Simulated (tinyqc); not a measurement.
MOS capacitor with interface traps: C-V stretch-out, conductance peak and subthreshold swing: one step, computed by the program tinyqc. Command: `OMP_NUM_THREADS=1 python tinyqc.py 3017093 3017094 out.jsonl mostraps walk`. One thread of a shared host (Intel(R) Xeon(R) Processor @ 2.30GHz), about 0.01 s of CPU time with the checks.

Energies at the interface are counted from the valence band. psi > 0 means bending towards depletion, so the surface potential is +psi. Boltzmann statistics, full ionisation, no quantum confinement. Traps are neutral when filled up to E_n, with a sharp (zero-temperature) occupation.

Task: Charges at the given band bending. With u = psi/k_B T and r = (n_i/N)^2: F = sqrt(exp(-u) + u - 1 + r (exp(u) - u - 1)); Q_s = -sign(u) sqrt(2) eps_s eps_0 (k_B T/e) F/L_D; C_s = (eps_s eps_0/(sqrt(2) L_D)) |1 - exp(-u) + r (exp(u) - 1)|/F; at high frequency, below strong inversion, the terms in r are dropped. D(E) = D_0 + D_1 exp(-(E - E_p)^2/2 w^2). E_F at the interface is E_s = E_F + psi; Q_it = -e int from E_n to E_s of D(E) dE; C_it = e D(E_s) (per volt); V_G = phi_ms + psi - (Q_s + Q_it + e N_f)/C_ox.

Inputs (values chosen for the exercise, modelled on InP, with an insulator like Si3N4):

| quantity | value | unit |
|---|---|---|
| dielectric constant eps_s | 12.9 | - |
| doping N | 1.6e+16 | cm^-3 |
| work-function difference phi_ms | -0.95 | V |
| fixed charge N_f | 4.8e+10 | cm^-2 |
| trap density D_0 | 3.9e+11 | cm^-2 eV^-1 |
| neutrality level E_n | 0.502 | eV |
| band bending towards depletion psi | 0.26 | V |
| temperature T | 400 | K |
| peak density D_1 | 4.9e+12 | cm^-2 eV^-1 |
| peak width w | 0.14 | eV |
| peak position E_p | 0.523 | eV |

Substrate: p-type. Trap spectrum: flat plus a Gaussian peak.

k_B T = 0.03446933 eV

n_i = 9.187423e+09 cm^-3

Debye length L_D = 39.18957 nm

bulk E_F = 0.2420811 eV

C_ox = 2.775595 microF/cm^2

Constants: eps_0 = 8.8541878128e-12 F/m; e = 1.602176634e-19 C.

Give: E_s; Q_s; C_s; C_s at high frequency; D(E_s); Q_it; C_it; gate voltage V_G.

Result:

E_s = 0.502 eV

Q_s = -0.0363 microC/cm^2

C_s = 0.0805 microF/cm^2

C_s at high frequency = 0.0805 microF/cm^2

D(E_s) = 5.24e+12 cm^-2 eV^-1

Q_it = -6.80e-05 microC/cm^2

C_it = 0.839 microF/cm^2

gate voltage V_G = -0.680 V

The traps hold negative charge because E_s lies above E_n.
